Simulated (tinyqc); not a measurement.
Worked calculation: surface photovoltage measurement of the minority-carrier diffusion length in a wafer. Computed by tinyqc, a small Python program that keeps every step. Command: `OMP_NUM_THREADS=1 python tinyqc.py 3130384 3130385 out.jsonl spv walk`. One thread of a shared host (Intel(R) Xeon(R) Processor @ 2.30GHz), about 0.01 s of CPU time with the checks. Intermediate numbers are printed to about 7 digits and carried at full precision; extremes and crossings named in words are read from the listed rows.

Low injection, steady light, a depletion layer much thinner than 1/alpha and L. The excess density dn is taken at the front edge of the neutral region; light that reaches the back is lost.

Inputs (values chosen for the exercise, modelled on p-type silicon at room temperature):

| quantity | value | unit |
|---|---|---|
| diffusion length L | 34 | micrometre |
| wafer thickness W | 775 | micrometre |
| diffusivity D | 29.9 | cm^2/s |
| front recombination velocity S_f | 45000 | cm/s |
| back recombination velocity S_b | 530 | cm/s |
| photon flux entering | 1.9e+13 | 1/(cm^2 s) |
| minority density at the surface barrier scale n_0 | 3e+08 | 1/cm^3 |
| temperature T | 298 | K |
| wavelength | 990 | nm |
| relative noise of each reading | 0.5 | % |
| diffusion length after pair splitting over L | 0.57 | - |
| iron factor C | 1.02e+16 | micrometre^2/cm^3 |

Constants: k_B = 8.617333262e-05 eV/K.

## One wavelength

alpha = (84.732/lambda - 76.417)^2 per cm with lambda in micrometre (an empirical fit for silicon between 0.7 and 1.05 micrometre). Thick wafer: dn = Phi L/((S_f + D/L)(L + 1/alpha)). Finite wafer, with s = S_b L/D, w = W/L, a = alpha L: dn = [Phi a/(a^2 - 1)] [a - B - exp(-alpha W)(a - s)/(cosh w + s sinh w)]/(S_f + B D/L), B = (sinh w + s cosh w)/(cosh w + s sinh w). Photovoltage V = (k_B T/e) ln(1 + dn/n_0). Lifetime = L^2/D.

alpha = 84.10502 1/cm

penetration depth 1/alpha = 118.8990 micrometre

dn, thick wafer = 7.854041e+07 1/cm^3

B = 1

dn, finite wafer = 7.854041e+07 1/cm^3

photovoltage V = 5.971556 mV

lifetime = 0.3866221 microsecond

Caution: dn is not small against n_0, so V is not linear in the flux; the constant-flux reading then needs dn, not V.

## The linear plot

normal deviates g for the noise: 1.27  -0.63  0.26  -0.25  -0.64  0.41  0.40

Readings y = (Phi/dn) (1 + noise x g) at 780, 830, 880, 920, 950, 975 and 995 nm; a least-squares line y = c (1/alpha + L_app) gives L_app = intercept/slope.

Readings:

| lambda (nm) | 1/alpha (micrometre) | y (cm/s) | line (cm/s) |
|---|---|---|---|
| 780 | 9.6364 | 69479.1 | 68978.1 |
| 830 | 15.1760 | 77560.2 | 77761.6 |
| 880 | 25.3298 | 93992.5 | 93861.6 |
| 920 | 40.6576 | 117974.1 | 118165.5 |
| 950 | 61.2783 | 150265.0 | 150861.9 |
| 975 | 90.9173 | 198046.8 | 197857.7 |
| 995 | 130.8877 | 261403.7 | 261235.1 |

slope = 1585.609 cm/(s micrometre)

apparent length L_app = 33.86614 micrometre

error of L_app (rounded to 0.001) = -0.394 %

At W/L = 22.8 the finite thickness shifts L_app by less than 0.05 %. S_f scales all readings alike and leaves L_app unchanged.

## Where the wafer is too thin

No noise; L is varied at fixed W, and the last two columns set S_b to 0 and to 1e7 cm/s.

Apparent length (micrometre):

| L | W/L | given S_b | S_b = 0 | S_b = 1e7 |
|---|---|---|---|---|
| 38.8 | 19.97423 | 38.800 | 3.880000e+01 | 38.8000 |
| 77.5 | 10.00000 | 77.500 | 7.750005e+01 | 77.4999 |
| 155.0 | 5.00000 | 155.054 | 1.551002e+02 | 154.8869 |
| 232.0 | 3.34052 | 232.785 | 2.339711e+02 | 229.9228 |
| 388.0 | 1.99742 | 392.849 | 4.174539e+02 | 359.5511 |
| 620.0 | 1.25000 | 610.174 | 7.944758e+02 | 479.0509 |
| 1010.0 | 0.76733 | 854.654 | 1.755906e+03 | 564.6200 |
| 1630.0 | 0.47546 | 1029.203 | 4.063697e+03 | 607.4149 |
| 3100.0 | 0.25000 | 1140.313 | 1.196463e+04 | 629.4455 |

With a fast back surface L_app levels off, at 629 micrometre in the last row; with a passive one it reaches up to 3.86 times L among these rows and is 12000 in the last. All three columns are within 5 % of L down to W/L = 3.3.

## Iron from two lengths

Splitting iron-boron pairs in boron-doped silicon shortens L; with nothing else changing, [Fe] = C (1/L_after^2 - 1/L^2). It is evaluated with the true lengths and with the apparent ones (without noise), which differ when the wafer is not thick against L.

L_after = 19.38 micrometre

[Fe] from the true lengths = 1.833415e+13 1/cm^3

[Fe] from the apparent lengths = 1.833415e+13 1/cm^3

bias, apparent over true less 1 (rounded to 0.001) = 0 %

Checks made by the program: dn against a finite-difference solution (relative difference 5e-06).
